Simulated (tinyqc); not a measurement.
Length of a polyene: Hueckel, PPP and singles CI along the polyenes. Computed by the program tinyqc. Hueckel uses the same beta without repulsion; CIS keeps all single excitations and so misses the low, doubly excited 2Ag state. W is the valence ionisation energy of a centre, MN the Mataga-Nishimoto formula, f the oscillator strength.

All-trans chains of carbon centres 1.40 angstrom apart:
```
parameter                               value
beta (eV), times 1 +/- alternation  -2.600000
alternation                                 0
W (eV)                              11.160000
gamma_rr (eV)                       10.000000
repulsion formula                          MN
```

Gaps and excitations (eV):
```
centres  Hueckel gap  PPP orbital gap  bright singlet (CIS)      f  lowest triplet (CIS)
2              5.200           10.270                 7.665  0.657                 2.735
6              2.314            6.345                 4.212  1.682                 1.079
8              1.806            5.535                 3.534  2.192                 0.788
10             1.480            4.983                 3.075  2.684                 0.604
12             1.254            4.582                 2.742  3.154                 0.480
14             1.087            4.277                 2.488  3.601                 0.390
```

Estimate the missing row, centres = 4.

Computed row:
```
centres  Hueckel gap  PPP orbital gap  bright singlet (CIS)      f  lowest triplet (CIS)
4              3.214            7.666                 5.344  1.162                 1.600
```

The Hueckel gap tends to 4 x alternation x |beta| = 0.00 eV for long chains (zero without alternation, falling as 1/N). Exchange opens the PPP orbital gap, and the attraction of electron and hole brings the bright state 1.79 eV below it at 14 centres; the triplet lies 2.10 eV lower still.
